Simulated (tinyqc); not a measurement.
Tuning the Rashba term through the balance point: two-dimensional electron gas with Rashba and Dresselhaus coupling.

H = c k^2/m + al (ky sx - kx sy) + b1 (kx sx - ky sy) + gam kx ky (kx sy - ky sx), s the Pauli matrices, x = [100], c = hbar^2/2m0, b1 = gam (pi/L)^2 (hard walls). H = c k^2/m + B.s, so E = c k^2/m -/+ |B| and the lower state has its spin along -B.

Constants: hbar^2/2m0 = 3.80998211 eV angstrom^2.

Inputs chosen for the exercise (of the size met in GaAs; shifted at random, so the results belong to these values and not to a real crystal): m = 0.0655 m0 (mass); gam = 10.7 eV angstrom^3 (bulk Dresselhaus constant); L = 220 angstrom (width of the (001) well); n = 5.9 1e11/cm^2 (sheet density (one subband filled)).

al = f (b1 - b3) at k0 = sqrt(2 pi n), b3 = gam k0^2/4. Helix wavelength along [110]: 2 pi c/(m |al + b1 - b3|). Dyakonov-Perel rates are proportional to the mean squares of the first harmonics: for spin along z, al^2 + (b1 - b3)^2; for the most protected in-plane spin, (al - (b1 - b3))^2/2 (third harmonic left out); both are given over (b1 - b3)^2.

Against f:

| f | al (meV angstrom) | wavelength (micron) | rate, z | rate, in plane |
|---|---|---|---|---|
| 0.00 | 0.000 | 30.705 | 1.000 | 0.5000 |
| 0.25 | 0.298 | 24.564 | 1.062 | 0.2812 |
| 0.50 | 0.595 | 20.470 | 1.250 | 0.1250 |
| 0.75 | 0.893 | 17.546 | 1.562 | 0.0312 |
| 0.90 | 1.071 | 16.161 | 1.810 | 0.0050 |
| 1.00 | 1.190 | 15.353 | 2.000 | 0.0000 |
| 1.25 | 1.488 | 13.647 | 2.562 | 0.0312 |
| 2.00 | 2.381 | 10.235 | 5.000 | 0.5000 |

What can be read from this table?

At f = 1, al = 1.19 meV angstrom, the first harmonic points along one axis for all k and the listed in-plane rate vanishes; the helix would have wavelength 15.35 micron. But the third harmonic, left out of the table, has b3/(b1 - b3) = 0.83; its mean square, 0.35 in these units against 0.50 for the in-plane rate at f = 0, limits the protection to about the ratio of the two. The uniform z spin still relaxes there, twice as fast as at f = 0.

(tinyqc, `OMP_NUM_THREADS=1 python tinyqc.py 1481963 1481964 out.jsonl`, Intel(R) Xeon(R) Processor @ 2.30GHz, 1 thread, shared host, about 0.01 s.)
